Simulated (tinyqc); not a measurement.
Born-von Karman spring model of a cubic crystal with one atom per cell. Changing the temperature T. Computed by tinyqc, a small Python program. Command: `OMP_NUM_THREADS=1 python tinyqc.py 3023846 3023847 out.jsonl springs sweep`. One thread of a shared host (Intel(R) Xeon(R) Processor @ 2.30GHz), about 0.2 s of CPU time with the checks.

First neighbours lie at a/2 (1,1,0) (12 of them), second at a (1,0,0) (6), with all permutations and signs; the volume per atom is Omega = a^3/4. Two shells of springs match a real metal only roughly, above all at the zone boundary.

Inputs (values chosen for the exercise, modelled on aluminium):
```
quantity                value           unit
atomic mass M           26.98              u
radial spring k1L         1.4  eV/angstrom^2
transverse spring k1T  -0.078  eV/angstrom^2
radial spring k2L        0.16  eV/angstrom^2
transverse spring k2T  -0.011  eV/angstrom^2
mesh divisions n            8              -
```

Lattice: fcc.

Constants: nu for 1 eV/(angstrom^2 u) = 15.6333042 THz; h x 1 THz = 4.135667696 meV; k_B = 8.617333262e-05 eV/K; hbar^2/u = 4.18015928e-03 eV angstrom^2.

Method:
- A neighbour at R with unit vector n couples by the matrix K(R) = kL n n^T + kT (1 - n n^T), and D(q) = (1/M) sum_R K(R) [1 - cos(q.R)].
- An eigenvalue lambda of D in eV/(angstrom^2 u) gives nu = 15.6333042 THz x sqrt(lambda).
- Mesh: q = sum_i (m_i + 1/2)/n b_i, m_i = 0..n-1, with b = [[-1, 1, 1], [1, -1, 1], [1, 1, -1]] in 2 pi/a; sums are averages over the n^3 points, per atom.
- With x = h nu/(k_B T) and n = 1/(exp(x) - 1) for each mode: F = k_B T [x/2 + ln(1 - exp(-x))], U = k_B T x (n + 1/2), S/k_B = x n - ln(1 - exp(-x)), C/k_B = x^2 n (n + 1).
- <u_x^2> = (1/3) sum over modes of hbar^2/(2 M h nu) coth(x/2); zero-point energy = sum h nu/2. <u_x^2> converges slowly with the mesh, from below, with an error of order 1/n.

One run for each value; columns: (1) temperature T (K); (2) heat capacity C (k_B/atom); (3) entropy S (k_B/atom); (4) <u_x^2> (angstrom^2); (5) free energy F (meV/atom); (6) energy U (meV/atom):
```
(1)     (2)     (3)       (4)      (5)     (6)
40   0.1953  0.0586  0.003274    41.03   41.23
87   1.1776  0.5300  0.003807    39.98   43.95
130  1.8663  1.1439  0.004603    36.89   49.70
190  2.3667  1.9533  0.005948    28.83   60.81
280  2.6796  2.9376  0.008180     9.70   80.58
410  2.8436  3.9942  0.011573   -29.45  111.67
610  2.9277  5.1428  0.016926  -108.79  161.54
900  2.9665  6.2900  0.024778  -252.54  235.28
```

Give the missing row, temperature T (K) = 59.

Computed row; columns: (1) temperature T (K); (2) heat capacity C (k_B/atom); (3) entropy S (k_B/atom); (4) <u_x^2> (angstrom^2); (5) free energy F (meV/atom); (6) energy U (meV/atom):
```
(1)     (2)     (3)       (4)    (5)    (6)
59   0.5649  0.1974  0.003433  40.83  41.84
```

Interpolating between the two neighbouring rows (the first column on a logarithmic scale, the others too where they are positive) misses most in heat capacity C (k_B/atom), by 15 %. Over the rows, heat capacity C (k_B/atom) rises from 0.195 to 2.97 (exponent d ln y / d ln x 2.7 between the first rows and 0.034 between the last); entropy S (k_B/atom) rises from 0.0586 to 6.29 (exponent d ln y / d ln x 3.1 between the first rows and 0.52 between the last); <u_x^2> (angstrom^2) rises from 0.00327 to 0.0248 (exponent d ln y / d ln x 0.12 between the first rows and 0.98 between the last). At the high end the exponent of heat capacity C is 0.03, close to 0: the Dulong-Petit limit. At the high end the exponent of <u_x^2> is 0.98, close to 1: the classical law, k_B T over a spring constant. F is positive while zero-point energy rules and changes sign between 280 and 410 K, where T S overtakes U.

Extremes, crossings and ranges named in words are read from the listed rows.
